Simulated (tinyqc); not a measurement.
Time-dependent dielectric breakdown: cell percolation, Weibull statistics, area scaling and voltage extrapolation: one step, computed by the program tinyqc. Command: `OMP_NUM_THREADS=1 python tinyqc.py 3028363 3028364 out.jsonl tddb walk`. One thread of a shared host (Intel(R) Xeon(R) Processor @ 2.30GHz), about 0.01 s of CPU time with the checks.

The oxide is divided into columns of area a^2, each holding m = t_ox/a cells (m is taken as continuous). A share lambda(t) = (t/t_1)^alpha of the cells is defective, and a column whose cells are all defective breaks down.

Task: Projection to use conditions. All three voltage laws share the slope n at the stress voltage. Factor t(V_u)/t(V): E law exp(n (1 - V_u/V)); 1/E law exp(n (V/V_u - 1)); power law (V/V_u)^n. Temperatures in kelvin are T(C) + 273.15. Temperature factor exp[(E_a/k_B)(1/T_u - 1/T)]; area factor (A/A_u)^(1/beta); percentile factor (-ln(1 - F))^(1/beta); life = t63 x all four; 1 year = 3.15576e7 s.

Inputs (values chosen for the exercise, for a model gate oxide):

| quantity | value | unit |
|---|---|---|
| test area A | 100 | um^2 |
| product area A_u | 200000 | um^2 |
| stress voltage V | 4.99 | V |
| use voltage V_u | 2.5 | V |
| local exponent n = -d ln t/d ln V at the stress voltage | 44 | - |
| activation energy E_a | 0.6 | eV |
| stress temperature T | 140 | C |
| use temperature T_u | 100 | C |
| allowed failure fraction F | 0.0001 | - |

Voltage law used: E.

Weibull slope beta = 2.55

characteristic life t63 = 8411.008 s

Constants: k_B = 8.617333262e-05 eV/K.

Give: voltage factor; temperature factor; area factor; percentile factor; projected life.

Result:

voltage factor = 3.4303e+09

temperature factor = 6.0893

area factor = 0.050755

percentile factor = 0.027001

projected life = 7629.6 years

Area and percentile together cost 2.9 decades, voltage and temperature return 10.3; a ten-year target is met. Caution: t_1 is an input here; in a real oxide it changes with thickness at fixed voltage. Caution: a voltage factor of more than nine decades rests wholly on the chosen law and cannot be tested.
